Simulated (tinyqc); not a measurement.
Time-dependent dielectric breakdown: cell percolation, Weibull statistics, area scaling and voltage extrapolation: one step, computed by the program tinyqc.

The oxide is divided into columns of area a^2, each holding m = t_ox/a cells (m is taken as continuous). A share lambda(t) = (t/t_1)^alpha of the cells is defective, and a column whose cells are all defective breaks down.

Task: Fitting the sample. W = ln(-ln(1 - F_i)) with the median ranks F_i. Least squares in W: W = beta ln t - beta ln t63. Maximum likelihood: solve sum t^b ln t/sum t^b - 1/b = mean of ln t for b, then t63 = (mean of t^b)^(1/b).

Weibull plot:
```
i      t (s)        F_i      ln t          W
1    429.721  0.0614035  6.063136  -2.758771
2    510.286  0.1491228  6.234971  -1.823328
3   2481.886  0.2368421  7.816774  -1.308259
4   2833.881  0.3245614  7.949402  -0.935491
5   3021.708  0.4122807  8.013577  -0.632041
6   3052.381  0.5000000  8.023677  -0.366513
7   4988.893  0.5877193  8.514969  -0.120981
8   5977.382  0.6754386  8.695738   0.118032
9   6007.706  0.7631579  8.700798   0.364894
10  6822.423  0.8508772  8.827970   0.643424
11  8084.589  0.9385965  8.997715   1.026145
```

Give: slope by least squares; t63 by least squares; slope by maximum likelihood; t63 by maximum likelihood.

Result:

slope by least squares = 1.0770

t63 by least squares = 4790.2 s

slope by maximum likelihood = 1.5677

t63 by maximum likelihood = 4434.6 s

Caution: t_1 is an input here; in a real oxide it changes with thickness at fixed voltage.
